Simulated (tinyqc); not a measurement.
Comparisons within one model: eight-band Kane k.p model. A value that a table varies takes the place of the one given here.

Eight-band Kane model, basis S, X, Y, Z times spin, zero of energy at the top of the unstrained valence band, c = hbar^2/2m0. Within each spin: H_SS = Eg + A c k^2, H_SX = i P kx (likewise Y, Z), H_XX = -Dso/3 + L kx^2 + M (ky^2 + kz^2), H_XY = N kx ky, and cyclic. Spin-orbit term (Dso/3) L.sigma on X, Y, Z with (L_k)_ij = -i epsilon_kij: <X+|H|Y+> = -i Dso/3, <X+|H|Z-> = Dso/3, <Y+|H|Z-> = -i Dso/3, <Z+|H|X-> = -Dso/3, <Z+|H|Y-> = i Dso/3, <X-|H|Y-> = i Dso/3, and their conjugates; + and - are the spin along z. Terms from inversion asymmetry are left out, so every level is twofold.

P = sqrt(Ep c); A = 1/me - Ep (Eg + 2 Dso/3)/(Eg (Eg + Dso)) keeps the electron mass; g1' = g1 - Ep/(3 Eg), g2' = g2 - Ep/(6 Eg), g3' = g3 - Ep/(6 Eg) remove the coupling to S that the Luttinger values already hold; L = -c (g1' + 4 g2'), M = -c (g1' - 2 g2'), N = -6 c g3'.

Constants: hbar^2/2m0 = 3.80998211 eV angstrom^2.

Inputs chosen for the exercise (near those of InAs; not measured data):
- Eg = 0.415 eV (gap at Gamma to the s-like level)
- Dso = 0.391 eV (spin-orbit splitting)
- Ep = 21.4 eV (Kane energy)
- me = 0.0261 m0 (electron mass at Gamma)
- g1 = 20.03 (Luttinger gamma1)
- g2 = 8.48 (gamma2)
- g3 = 9.22 (gamma3)
- kmax = 0.04 1/angstrom (end of the path)

## Non-parabolicity of the conduction band

Unstrained, along [001], six points up to kmax. Parabolic: E = c k^2/me. Two-band form: E (1 + alpha E) = c k^2/me with alpha = (1 - me)^2/Eg. The column alpha(k) solves that form for alpha with the eight-band energy. Energies from the conduction edge.

Energies:

| \|k\| (1/angstrom) | parabolic (eV) | two-band (eV) | eight-band (eV) | alpha(k) (1/eV) | parabolic / eight-band |
|---|---|---|---|---|---|
| 0.0067 | 0.0065 | 0.0064 | 0.0064 | 2.610 | 1.017 |
| 0.0133 | 0.0260 | 0.0246 | 0.0244 | 2.626 | 1.064 |
| 0.0200 | 0.0584 | 0.0522 | 0.0514 | 2.651 | 1.136 |
| 0.0267 | 0.1038 | 0.0866 | 0.0846 | 2.684 | 1.227 |
| 0.0333 | 0.1622 | 0.1259 | 0.1218 | 2.723 | 1.332 |
| 0.0400 | 0.2336 | 0.1686 | 0.1614 | 2.767 | 1.447 |

alpha = 2.285 1/eV

At the last point the parabola lies a factor 1.45 above the eight-band value, and the two-band form 7.2 meV above it. The parabola stays within 5 % up to |k| = 0.0067 1/angstrom of the points listed. alpha(k) goes from 2.610 to 2.767 1/eV, a spread of 6.0 % over this range; the simple rule gives 2.285, 12 % below the first value, as it knows neither Dso nor the remote terms.

## Four, six or eight bands for the holes

Unstrained, along [100]. Six bands: the X, Y, Z block alone with the full g1, g2, g3 in L, M, N. Four bands: the same with Dso sent to infinity. HH, LH and SO name the pairs from the top.

Valence levels (eV):

| \|k\| (1/angstrom) | HH 4 | HH 6 | HH 8 | LH 4 | LH 6 | LH 8 | SO 6 | SO 8 |
|---|---|---|---|---|---|---|---|---|
| 0.0067 | -0.0005 | -0.0005 | -0.0005 | -0.0063 | -0.0062 | -0.0061 | -0.3944 | -0.3930 |
| 0.0133 | -0.0021 | -0.0021 | -0.0021 | -0.0251 | -0.0244 | -0.0234 | -0.4053 | -0.3991 |
| 0.0200 | -0.0047 | -0.0047 | -0.0047 | -0.0564 | -0.0527 | -0.0487 | -0.4251 | -0.4095 |
| 0.0267 | -0.0083 | -0.0083 | -0.0083 | -0.1002 | -0.0884 | -0.0788 | -0.4571 | -0.4249 |
| 0.0333 | -0.0130 | -0.0130 | -0.0130 | -0.1566 | -0.1270 | -0.1110 | -0.5054 | -0.4457 |
| 0.0400 | -0.0187 | -0.0187 | -0.0187 | -0.2255 | -0.1642 | -0.1429 | -0.5744 | -0.4727 |

At |k| = 0.0400 the heavy holes of the three models span 0.0 meV and the light holes 82.5 meV. The split-off band moves the light hole by +61.3 meV and treating the conduction band exactly moves it by +21.3 meV more; the split-off band matters more here, where the four-band light-hole energy is 0.58 times Dso and 0.54 times Eg.

## What each parameter does

Unstrained; levels at |k| = kmax along [001], all derived values formed anew. Each row changes one parameter from the base and keeps the others.

Results:

| case | conduction (eV) | heavy hole (eV) | light hole (eV) | split-off (eV) |
|---|---|---|---|---|
| base | 0.5764 | -0.0187 | -0.1429 | -0.4727 |
| Eg = 0.4565 eV | 0.6207 | -0.0187 | -0.1436 | -0.4817 |
| Dso = 0.4301 eV | 0.5771 | -0.0187 | -0.1455 | -0.5073 |
| Ep = 19.26 eV | 0.5761 | -0.0187 | -0.1417 | -0.4787 |
| me = 0.0287 m0 | 0.5602 | -0.0187 | -0.1460 | -0.4745 |
| g1 = 18.027 | 0.5792 | -0.0065 | -0.1325 | -0.4615 |
| g2 = 9.328 | 0.5721 | -0.0084 | -0.1430 | -0.4787 |
| g3 = 8.298 | 0.5764 | -0.0187 | -0.1429 | -0.4727 |

The largest shifts from the base row, up to three for each result and ties (the steps differ in size, so this ranks the rows, not the parameters). conduction (eV): Eg +0.0443, me -0.0163, g2 -0.0043; unchanged at the printed digits by g3. heavy hole (eV): g1 +0.0122, g2 +0.0103; unchanged at the printed digits by Eg, Dso, Ep, me and g3. light hole (eV): g1 +0.0105, me -0.0031, Dso -0.0026; unchanged at the printed digits by g3. split-off (eV): Dso -0.0346, g1 +0.0112, Eg -0.0090; unchanged at the printed digits by g3.

(tinyqc, `OMP_NUM_THREADS=1 python tinyqc.py 1080268 1080269 out.jsonl`, Intel(R) Xeon(R) Processor @ 2.30GHz, 1 thread, shared host, about 0.01 s.)
